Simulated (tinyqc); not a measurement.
# Charge centroid from charge and shift

Question. A sheet of N electrons in the storage layer of a charge-trap cell shifts the threshold by U = (q/eps0) N (tb/eb + xc tn/en). Find xc and the distance xc tn from the blocking layer.

Values chosen for this exercise: storage layer tn = 5.5 nm; its relative permittivity en = 7.1; blocking layer tb = 7.8 nm; its relative permittivity eb = 3.9.

Constants: q = 1.602176634e-19 C, eps0 = 8.8541878128e-14 F/cm where lengths are in cm. Results are converted to the units shown.

N = 8.4e12 cm^-2
U = 3.5109646 V

Solution. U eps0/(q N) is the electrical distance from the gate; subtract that of the blocking layer.

xc = 0.4000
distance = 2.200 nm

Computed by the program tinyqc: `OMP_NUM_THREADS=1 python tinyqc.py 2130149 2130150 out.jsonl`, one thread of a shared Intel Xeon 2.30GHz, about 0.08 s for the whole run.
